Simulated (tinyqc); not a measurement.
What moves the results: inter-valley coupling by envelope functions against a chain of atomic planes. A value that a table varies takes the place of the one given here.

Chain: E(phi) = e0 + 2 v cos(phi) + 2 u cos(2 phi), cos(phi0) = -v/(4u), e0 = 2u + v^2/(4u); plane j = 0, 1, ... has the potential V_j = dE x_j + F (j - 30) a/4 (1 MV/m = 1e-4 V/angstrom). There are 30 barrier planes a side; with y = j - 29.5, x_j = xb (f(y) + f(Nw - y)), f(y) = 1/(1 + exp(y/L)), plus any Ge added in the well. The valley splitting is the spacing of the two lowest levels. Envelope theory: F_j solves a one-valley chain with hopping -b and diagonal 2b + V_j, b = 4u sin^2(phi0), sum F_j^2 = 1; the valleys couple by Dv = sum_j F_j^2 V_j exp(-2 i phi0 j) and split by 2|Dv|.

Values chosen for the exercise (near those of the Delta valleys of silicon in a SiGe well; the results hold for these values, not for the real material):
- a = 5.431 angstrom (lattice constant; planes lie a/4 apart)
- u = 0.609 eV (second-neighbour hopping)
- v = 0.638 eV (nearest hopping)
- Nw = 36 (planes in the well)
- L = 1.25 planes (interface width)
- xb = 0.34 (Ge fraction of the barriers)
- dE = 0.54 eV (offset per unit Ge fraction)
- F = 8 MV/m (field)
- xs = 0.14 (Ge fraction added on that plane)
- xw = 0.007 (mean Ge fraction of the wiggle)
- x0 = 3860 (start of the number sequence)
- na = 20000 (atoms a plane under the dot)
- js = 38 (plane j of a Ge spike (the well starts at j = 30))

## Position of the spike

The spike is moved through the well; position counted from the first well plane, j - 30.

Against position:
```
j - 30  F_j^2, smooth  mean of the doublet (meV)  splitting, chain (micro-eV)  envelope  first order
2             0.01420                      31.43                         1712      1676         2147
4             0.02379                      31.98                         2821      2763         3598
7             0.03829                      32.88                         4616      4543         5789
11            0.05022                      33.80                         6460      6402         7593
14            0.05108                      33.96                         6763      6712         7723
18            0.04314                      33.35                         5542      5503         6523
23            0.02655                      32.15                         3153      3111         4014
29            0.00927                      31.11                         1074      1054         1402
34            0.00184                      30.69                          228       224          278
```

What does this show?

The splitting is largest at plane 14 among these rows (6763 micro-eV), and the smooth envelope peaks at plane 13, counting all planes; without a spike it is 0.85. Where the splitting exceeds 20 micro-eV the envelope theory lies within 2.1 % of the chain and first order within 31 %.

## A periodic Ge profile (wiggle well)

periods (planes): pi/phi0 1.71130, pi/(pi - phi0) 2.40587

Added fraction xw (1 - cos(2 pi (j - 30)/p)) on the well planes; p = f times the resonant period pi/(pi - phi0). At resonance the estimate is dE xw.

Against period:
```
f     p (planes)  mean of the doublet (meV)  splitting, chain (micro-eV)  envelope
0.90      2.1653                      34.27                          335       361
0.95      2.2856                      34.25                         2218      2278
0.98      2.3578                      34.28                         3435      3455
0.99      2.3818                      34.29                         3636      3636
1.00      2.4059                      34.29                         3713      3693
1.01      2.4299                      34.29                         3664      3626
1.02      2.4540                      34.28                         3496      3444
1.05      2.5262                      34.25                         2520      2448
1.10      2.6465                      34.25                          806       755
1.50      3.6088                      34.29                           19        18
3.00      7.2176                      34.31                            3         3
```

What does this show, and why?

The splitting peaks at f = 1 with 3.71 meV, against the estimate dE xw = 3.78 meV, and is 0.93 and 0.94 of the value at f = 1 two per cent off to either side: the width of the resonance is set by the number of periods under the envelope. At f = 3 it is 3 micro-eV. The chain has one orbital a plane and knows only this resonance; longer periods that work through other bands are outside it.

## Random alloy fluctuations

A uniform fraction x is added on all planes. Each plane j then fluctuates by q sqrt(x_j (1 - x_j)/na) in Ge fraction, q = sqrt12 (z/2147483647 - 1/2) with z(new) = 16807 z mod 2147483647 from x0, restarted for each row; 24 samples. Theory: Dv is a complex Gaussian with sigma^2 = dE^2 sum F_j^4 x_j (1 - x_j)/na, and the mean splitting is sqrt(pi) sigma if the smooth part is negligible.

Splitting (micro-eV):
```
x     sigma  sqrt(pi) sigma  mean of 24  least  largest
0.00   26.6            47.2        51.3    8.9    116.5
0.01   78.2           138.7       126.3   19.6    251.7
0.02  106.9           189.4       168.6   12.4    336.3
0.05  163.3           289.5       253.7   18.3    507.6
0.10  223.4           395.9       345.3   35.6    689.4
```

How do the results move?

Without added Ge the disorder sits in the barriers, where the state is small: mean 51.3 micro-eV, against 0.85 for the smooth well. With 5 % Ge in the well the mean is 254, theory 289, with a statistical error of about 11 % for 24 samples; the miss is -12 %, and since every row reuses one sequence the rows with added Ge miss alike. The spread grows with the mean: at 5 % the samples run from 18 to 508, so small splittings remain possible. sigma falls as 1/sqrt(na) for larger dots. A chain with one orbital a plane has no Bloch-function factor, which scales all these couplings down in fuller models.

## What each parameter does

Chain with the spike on plane js. Each row changes one parameter from the base and keeps the others.

Results:
```
case             level (meV)  splitting (micro-eV)
base                  33.162                5174.1
Nw = 42               31.854                4542.0
L = 1.75 planes       34.432                4974.5
xb = 0.39             33.642                5092.9
dE = 0.594 eV         33.694                5512.7
F = 10 MV/m           37.218                5699.4
js = 41               33.805                6460.3
xs = 0.182            33.736                6321.5
```

What does this show?

The largest shifts from the base row, up to three for each result and ties (the steps differ in size, so this ranks the rows, not the parameters). level (meV): F +4.056, Nw -1.308, L +1.270. splitting (micro-eV): js +1286.3, xs +1147.4, Nw -632.1.

tinyqc: `OMP_NUM_THREADS=1 python tinyqc.py 1481810 1481811 out.jsonl`; about 0.04 s, one thread, shared Intel(R) Xeon(R) Processor @ 2.30GHz.
